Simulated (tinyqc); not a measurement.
Worked calculation: free and nearly free electrons in a metal. Values are carried at full precision from step to step, so a last printed digit may differ when a step is redone from the rounded ones.

The cubic cell holds 4 atoms: n = 4 z/a^3, kF = (3 pi^2 n)^(1/3), EF = c kF^2/m, vF = 2 c kF/(m hbar), c = hbar^2/2m0; rs = (3/(4 pi n))^(1/3)/a0; D(EF) = 3 n/(2 EF).

Constants: hbar^2/2m0 = 3.80998211 eV angstrom^2; hbar = 6.58211957e-16 eV s; a0 (Bohr radius) = 0.5291772105 angstrom; kB = 8.617333262e-05 eV/K.

Parameters, chosen for this exercise (near those of Al; the results hold for these values, not for the real material):
- a = 4.049 angstrom (fcc lattice constant)
- z = 3 (free electrons an atom)
- m = 1 m0 (mass)
- rho = 2.97 micro-ohm cm (bulk resistivity)
- T = 300 K
- V = 0.65 eV (|V_G| for G = (111))
- x = 0.95 (k along G as a share of |G|/2)

## The Fermi sphere

Evaluate the free-electron quantities.

n = 0.18077 1/angstrom^3
kF = 1.7493 1/angstrom
EF = 11.658 eV
vF = 2.025e+06 m/s
rs = 2.073
D(EF) per atom = 0.3860 1/eV

## Relaxation time and mean free path

Drude: 1/rho = n e^2 tau/(m m0) with e = 1.602176634e-19 C and m0 = 9.1093837e-31 kg; mean free path l = vF tau; rho l = hbar kF/(n e^2) = 12 pi^3 hbar/(e^2 S) with S = 4 pi kF^2 does not depend on tau or m.

Use SI units: n in 1/m^3 (1e30 per 1/angstrom^3), rho in ohm m (1e-8 per micro-ohm cm).

tau = 6.61 fs
l = 13.38 nm
rho l = 3.975 1e-16 ohm m^2

Wires lose conductivity to surfaces and grain boundaries, with an excess that scales as rho l over the width and is of the order of rho itself at a width of l = 13 nm.

## Thermal quantities

gamma = (pi^2/3) kB^2 D(EF) per atom, times 96485.33 x 1e3 for mJ/(mol K^2); mu(T) = EF (1 - (pi kB T/EF)^2/12); Wiedemann-Franz kappa = L0 T/rho with L0 = (pi^2/3) (kB/e)^2, kB/e in V/K.

gamma = 0.910 mJ/(mol K^2)
mu - EF = -0.0471 meV
kappa = 247 W/(m K)

## The sphere against the zone faces

Take G = (hkl) 2 pi/a for (111), (200) and (220), with the number of equivalent faces. The Bragg plane of G lies at |G|/2 with |G| = (2 pi/a) sqrt(h^2 + k^2 + l^2). Where kF exceeds it, the sphere cuts the plane in a circle of radius sqrt(kF^2 - G^2/4).

Distance and circle for each G:

| G | faces | \|G\|/2 (1/angstrom) | kF/(\|G\|/2) | circle radius |
|---|---|---|---|---|
| (111) | 8 | 1.3439 | 1.3016 | 1.1198 |
| (200) | 6 | 1.5518 | 1.1273 | 0.8074 |
| (220) | 12 | 2.1946 | 0.7971 | - |

The sphere crosses the (111) and (200) faces, so electrons spill into higher zones.

## Two plane waves near the face

Two plane waves k and k - G, G = (111) (2 pi/a): H = [[c k^2/m, V], [V, c (k - G)^2/m]] with c = hbar^2/2m0.

Build H for k along G, diagonalise, and give the weight of the first wave in the lower state and its velocity along G relative to a free electron, (w k + (1 - w)(k - G))/k.

H (eV):
```
        1       2
1  6.2101  0.6500
2  0.6500  7.5862
```

levels (eV): 5.9516  7.8447

w = 0.8635
v/v_free = 0.7126

The splitting is 1.893 eV here and 2V = 1.3 eV on the face, where the normal velocity vanishes. There the lower band lies at 6.231 eV and the upper at 7.531 eV, both below the free EF of 11.658 eV: the face centre is filled in both bands and band 2 holds electrons here, while band 1 may keep holes at the zone corners.

## Checks

- Lower level against the closed form of the 2 x 2 problem (eV): both 5.9516.
- The product rho l against hbar kF/(n e^2) (1e-16 ohm m^2): both 3.975.

Run: tinyqc, `OMP_NUM_THREADS=1 python tinyqc.py 1680638 1680639 out.jsonl`; Intel(R) Xeon(R) Processor @ 2.30GHz, one thread, shared host; about 0.01 s of CPU time with all checks.
